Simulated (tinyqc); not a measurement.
Worked calculation: the 3-omega method: a line heater on a substrate with a thin film. Computed by tinyqc, a small Python program that keeps every step. Command: `OMP_NUM_THREADS=1 python tinyqc.py 3026667 3026668 out.jsonl threeomega walk`. One thread of a shared host (Intel(R) Xeon(R) Processor @ 2.30GHz), about 0.01 s of CPU time with the checks. Intermediate numbers are printed to about 5 digits and carried at full precision; extremes and crossings named in words are read from the listed rows.

A current at angular frequency omega = 2 pi f heats the line at 2 omega with the amplitude P per length; the temperature swing Delta T at 2 omega gives a voltage at 3 omega. The substrate is taken as semi-infinite and isotropic, and the heat capacity of heater and film is left out.

Inputs (values chosen for the exercise, modelled on amorphous silicon on gallium arsenide):
```
quantity                                    value           unit
substrate conductivity kappa                 45.7        W/(m K)
substrate heat capacity C                    1.81  1e6 J/(m^3 K)
heater half-width b                           2.2     micrometre
power amplitude per length P                   41            W/m
current frequency f                          2300             Hz
film thickness t                               45             nm
film conductivity kappa_f                     1.6        W/(m K)
interface resistance R_i                        6       m^2 K/GW
substrate thickness d_s                       500     micrometre
temperature coefficient of resistance beta    2.6         1e-3/K
voltage amplitude V_1                         2.1              V
```

## Penetration depth

D = kappa/C; q = sqrt(2 i omega/D); penetration depth 1/|q| = sqrt(D/(2 omega)).

diffusivity D = 25.249 mm^2/s

penetration depth = 29.556 micrometre

|q| b = 0.074434

penetration depth / d_s = 0.059113

## Temperature swing of the bare substrate

Delta T_s = (P/(pi kappa)) int_0^infinity (sin x/x)^2 / sqrt(x^2 + (q b)^2) dx with (q b)^2 = i |q b|^2, averaged over the heater width (12 Gauss-Legendre points on each of the pieces 0, 14 log-spaced edges from 1e-5 to 1, and multiples of pi to 40 pi; the tail adds 1/(4 (40 pi)^2)). For |q| b much below 1: Delta T_s = (P/(pi kappa)) [-ln(|q| b) + eta - i pi/4], eta = 3/2 - C_E = 0.92278, with Euler's C_E = 0.5772157.

in-phase Delta T_s = 1.0056 K

out-of-phase Delta T_s = -0.22334 K

in-phase, narrow-line form = 1.0054 K

out-of-phase, narrow-line form = -0.22429 K

The narrow-line form misses the in-phase part by -0.02 % and the out-of-phase part by +0.4 % at |q| b = 0.074.

## The film adds a constant step

One-dimensional flow across the film: Delta T_f = P (t/kappa_f + R_i)/(2 b); total in-phase swing Delta T = Delta T_s + Delta T_f; third-harmonic amplitude V_3 = V_1 beta |Delta T|/2 with the out-of-phase part included; the apparent film conductivity is t/(t/kappa_f + R_i).

Delta T_f = 0.31798 K

total in-phase swing = 1.3236 K

V_3 = 3.6645 mV

apparent film conductivity = 1.3187 W/(m K)

film share of the in-phase swing = 0.24024

The interface lowers the apparent conductivity by 18 %. The film gives a large part of the signal.

## Conductivity from the slope

Take the in-phase swing at f and at 2f; in the narrow-line limit kappa = P ln 2/(2 pi [Delta T(f) - Delta T(2f)]), whatever the film and the heater width.

in-phase Delta T_s at 2f = 0.90684 K

kappa from the slope = 45.795 W/(m K)

error of the slope method = 0.20818 %

## The window of frequencies

The slope value uses each f and 2f: kappa = P ln 2/(2 pi [Delta T(f) - Delta T(2f)]).

Bare substrate; columns: (1) f (Hz); (2) penetration depth (micrometre); (3) |q| b; (4) in-phase (K); (5) out-of-phase (K); (6) narrow-line form (K); (7) kappa from the slope (W/(m K)):
```
(1)           (2)        (3)       (4)        (5)        (6)     (7)
4.2        691.65  0.0031808    1.9057   -0.22429     1.9057  45.700
42         218.72   0.010059    1.5770   -0.22426     1.5770  45.702
420        69.165   0.031808    1.2482   -0.22407     1.2482  45.717
2100       30.932   0.071124    1.0186   -0.22341     1.0184  45.787
8300       15.559    0.14140   0.82289   -0.22147    0.82215  46.040
42000      6.9165    0.31808   0.59430   -0.21389    0.59064  47.371
170000     3.4379    0.63993   0.40491   -0.19539    0.39100  52.101
830000     1.5559     1.4140   0.21986   -0.14936    0.16459  73.799
4.20e+06  0.69165     3.1808  0.099791  -0.085615  -0.066922  154.48
2.50e+07  0.28349     7.7603  0.040874  -0.038503   -0.32162  377.81
```

The slope gives kappa within 1 % up to |q| b = 0.14 (f = 8300 Hz) among these rows. The penetration depth stays under d_s/5 = 100 micrometre from f = 420 Hz up, so a usable window lies between the two. At high f the flow turns one-dimensional: in-phase and out-of-phase parts become equal in size (ratio 0.94 in the last row) and fall as f^(-1/2) (exponent -0.50).

Checks made by the program: narrow-line limit at |q| b = 0.002 (relative difference 7e-07).
